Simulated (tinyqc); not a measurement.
Inside a calculation. Method: plane-wave Kohn-Sham cycle with exchange-only LDA in a layered model solid. Computed by tinyqc, a small Python program that keeps every step. Settings: points = 16, plane-wave index or count = 3, electrons = 2, k points = 2, area = 34.0, mixing = 0.8, iteration cap = 72, Kerker q0 = 1.17. Command: `OMP_NUM_THREADS=1 python tinyqc.py 26795 26796 out.jsonl` (the two numbers bound the seeds that draw the settings). One thread of a shared host (Intel(R) Xeon(R) Processor @ 2.60GHz), about 0.02 s of CPU time with the checks.

A solid whose potential varies along x alone (atomic units):
```
parameter                      value
period a                   11.100000
cross-section of the cell  34.000000
electrons per cell                 2
grid points                       16
plane waves -n..n, n               3
k points                           2
V1 in V1 cos(2 pi x/a)     -0.460000
```

Stop when sqrt(dV sum R^2) is below 1e-8, dV = a A/N.

Course of the cycle:
```
iteration  E (hartree)  norm of the residual
1            -0.814868              1.30e-01
2            -0.761121              1.02e-01
3            -0.721753              8.26e-02
4            -0.694775              6.76e-02
5            -0.676638              5.58e-02
6            -0.664578              4.62e-02
7            -0.656638              3.82e-02
8            -0.651465              3.16e-02
9            -0.648135              2.62e-02
10           -0.646018              2.16e-02
11           -0.644694              1.78e-02
...                ...                   ...
62           -0.642893              1.36e-06
63           -0.642893              1.13e-06
64           -0.642893              9.41e-07
65           -0.642893              7.84e-07
66           -0.642893              6.53e-07
67           -0.642893              5.44e-07
68           -0.642893              4.53e-07
69           -0.642893              3.78e-07
70           -0.642893              3.15e-07
71           -0.642893              2.62e-07
72           -0.642893              2.18e-07
```

Can the last value be used, and what does the course show?

Not by the stop rule, although the second column moves by less than 1e-07 over the last three steps. Not converged within 72 iterations: the residual falls steadily but slowly, by a factor of about 0.83 a step. Reruns (cap 100 unless said): mixing 0.1: not converged; mixing 0.5, Kerker q0 1.0: not converged; mixing 0.3, Pulay depth 5: converged in 18 (E = -0.64289); the original settings with a cap of 400: converged in 89 (E = -0.64289).
